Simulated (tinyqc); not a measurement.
What moves the results: two electrons on one impurity (helium-like model). A value that a table varies takes the place of the one given here.

Units Ha* = 2 Ry m/eps^2 and a* = a0 eps/m. One electron is bound by Z^2/2. Two electrons in the singlet built from exp(-a r) and exp(-b r): S = 8 (ab)^(3/2)/(a + b)^3, h_aa = a^2/2 - Z a, h_bb alike, h_ab = S (ab/2 - Z (a + b)/2), J = ab (a^2 + 3ab + b^2)/(a + b)^3, K = 20 (ab)^3/(a + b)^5, E = (h_aa + h_bb + 2 S h_ab + J + K)/(1 + S^2). For a = b this is a^2 - 2 Z a + 5a/8. Real double donors are deeper, since the central cell is left out.

Constants: e^2/(4 pi eps0) = 14.39964547 eV angstrom.

Inputs chosen for the exercise (near those of impurities in GaAs; shifted at random, so the results belong to these values and not to a real crystal): m = 0.068 m0 (one mean mass); eps = 12.6 (dielectric constant); Zs = (0.98, 1.06, 1.1, 1.42, 1.81, 2.6, 3.51) (charges); a_lat = 5.653 angstrom (lattice constant); Eg = 1.524 eV (gap); ED = 5.6 meV (donor binding); EA = 25.4 meV (acceptor binding); W0 = 0.25 x 1e7/s (rate at zero distance); kind = same (sublattices of donor and acceptor); shells = (5083, 6768, 9233, 9511, 10643, 12096, 15112) (shell numbers).

## Effective charge

Ha* = 11.6552 meV

Binding of the first electron, of the second (-E - Z^2/2) with equal and with unequal orbitals, and U, the first less the second (unequal).

Results (meV):
```
Z     first  second, equal  second, unequal   a/b     U  U/(Z Ha*)
0.98    5.6          -0.40             0.08  3.92   5.5      0.483
1.06    6.5          -0.04             0.41  3.19   6.1      0.497
1.10    7.1           0.18             0.60  2.98   6.4      0.503
1.42   11.8           2.54             2.91  2.25   8.8      0.534
1.81   19.1           7.05             7.38  1.93  11.7      0.555
2.60   39.4          21.59            21.90  1.66  17.5      0.577
3.51   71.8          47.37            47.66  1.52  24.1      0.590
```

What does this show, and why?

Equal orbitals bind a second electron only above Z = (5/16)/(1 - 1/sqrt2) = 1.067; unequal ones do so in 7 of the 7 rows. Their gain is 0.49 meV in the first row and 0.30 in the last, while the second binding grows to 48 meV, so the gain decides the matter only near Z = 1. U grows almost linearly with Z: U/(Z Ha*) goes from 0.483 to 0.590, towards 5/8, while the first binding grows as Z^2. Angular correlation is left out: at Z = 1 this function binds the second electron by 0.0133 Ha*, half the exact 0.0278.

## Pair lines (donor-acceptor pair recombination)

h nu = Eg - ED - EA + q/(eps R), q = e^2/(4 pi eps0); shell j lies at R = a_lat sqrt(j/2) for the same sublattice and a_lat sqrt(j/2 - 5/16) for opposite ones (on the same sublattice shells 14, 30, 46, 56, 62, ... are empty, where 2j has the form 4^a (8b + 7)); rate W = W0 exp(-2R/aD) with the donor radius aD = q/(2 eps ED). Polarisation and overlap terms, which matter for close pairs, are left out.

Energy, rate and lifetime for each shell.

Lines:
```
shell  R (angstrom)  Coulomb (meV)  h nu (eV)  step to the next shell (meV)  1/W (microsecond)
5083         284.99            4.0     1.4970                       0.00039                107
6768         328.85            3.5     1.4965                       0.00026                252
9233         384.09            3.0     1.4960                       0.00016                744
9511         389.83            2.9     1.4959                       0.00015                833
10643        412.38            2.8     1.4958                       0.00013           1.30e+03
12096        439.63            2.6     1.4956                       0.00011           2.21e+03
15112        491.39            2.3     1.4953                       7.7e-05           6.09e+03
```

limit for distant pairs = 1.4930 eV
aD = 102.0 angstrom

What does this show, and why?

The lines crowd together, on average as R^-3: the step falls from 0.00039 to 7.7e-05 meV, so distant pairs merge into a band. Close pairs emit higher and 57.1 times faster over this table, so the band shifts to lower energy with delay and to higher energy with stronger pumping. All these lines lie below Eg, and R/aD runs from 2.8 up.

Computed by tinyqc, a small Python program: `OMP_NUM_THREADS=1 python tinyqc.py 1251001 1251002 out.jsonl` (the numbers bound the seed that draws the inputs); one thread of a shared host (Intel(R) Xeon(R) Processor @ 2.30GHz), about 0.04 s for the whole set of steps.
